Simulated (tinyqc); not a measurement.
# CMOS latch-up, two-transistor model: effect of the well resistance shunting the pnp

A parasitic pnp (emitter at Vdd, base shunted by Rw) and npn (emitter at ground, base shunted by Rs) feed each other: the npn collector current flows out of the pnp base node, the pnp collector current into the npn base node. Forward-active transistors with constant gains: Icn = Isn exp(Vn/Vt), Icp = Isp (exp(Vp/Vt) - 1). A current Ii is injected into the npn base node.

Node equations: Vp/Rw + Icp/bp = Icn and Vn/Rs + Icn/bn = Icp + Ii. Loop gain G = gn gp/[(1/Rw + gp/bp)(1/Rs + gn/bn)], gn = Icn/Vt, gp = (Icp + Isp)/Vt; the off state ends where G = 1, and Ii there is the trigger current. On state with both base-emitter voltages at Von: npn base current Ib = (Von/Rs + bp Von/Rw)/(bn bp - 1), holding current Ih = (bn + 1) Ib + Von/Rs, holding voltage Vh = Vsat + Von + R2 (Ib + Von/Rs).

Parameters, values chosen for the exercise; values close to those of bulk CMOS: temperature T = 293 K; current gain of the npn bn = 6.6; current gain of the pnp bp = 1.7; saturation current of the npn at T Isn = 8.9e-16 A; saturation current of the pnp at T Isp = 3.6e-16 A; substrate resistance shunting the npn Rs = 380 ohm; resistance from the pnp collector to the npn base R2 = 26 ohm; base-emitter voltage in the on state Von = 0.77 V; saturation voltage Vsat = 0.06 V; supply voltage Vdd = 3.3 V.

Constants: q = 1.602176634e-19 C, kB = 1.380649e-23 J/K, Vt = kB T/q. Results are converted to the units shown.

Result of one run:
```
Vn at trigger (V),trigger current (mA),Ih (mA),Vh (V)
0.7249,2.284,7.589,0.9017
```

Which well resistance shunting the pnp Rw gave this result: 34, 240, 910 or 3400 ohm?

Rw = 240 ohm.

The whole series:
```
Rw (ohm),Vn at trigger (V),trigger current (mA),Ih (mA),Vh (V)
34,0.7760,4.918,32.16,0.9858
66,0.7586,3.440,18.28,0.9383
130,0.7409,2.662,11.02,0.9135
240,0.7249,2.284,7.589,0.9017
470,0.7074,2.048,5.604,0.8949
910,0.6903,1.910,4.603,0.8915
1800,0.6729,1.815,4.074,0.8897
3400,0.6570,1.750,3.819,0.8888
```

As Rw goes from 34 to 3400 ohm, the trigger current falls from 4.92 to 1.75 mA, Ih falls from 32.2 to 3.82 mA and Vh falls from 0.986 to 0.889 V. Vh exceeds the supply Vdd = 3.3 V, which then cannot sustain a latched state, in 0 of the 8 rows. For Rw = 34 Vn at the trigger exceeds the fixed Von of the on-state formulas, so Ih and Vh are too low there.

Program tinyqc, `OMP_NUM_THREADS=1 python tinyqc.py 2670057 2670058 out.jsonl`; Intel Xeon 2.30GHz, shared host, one thread, about 0.04 s.
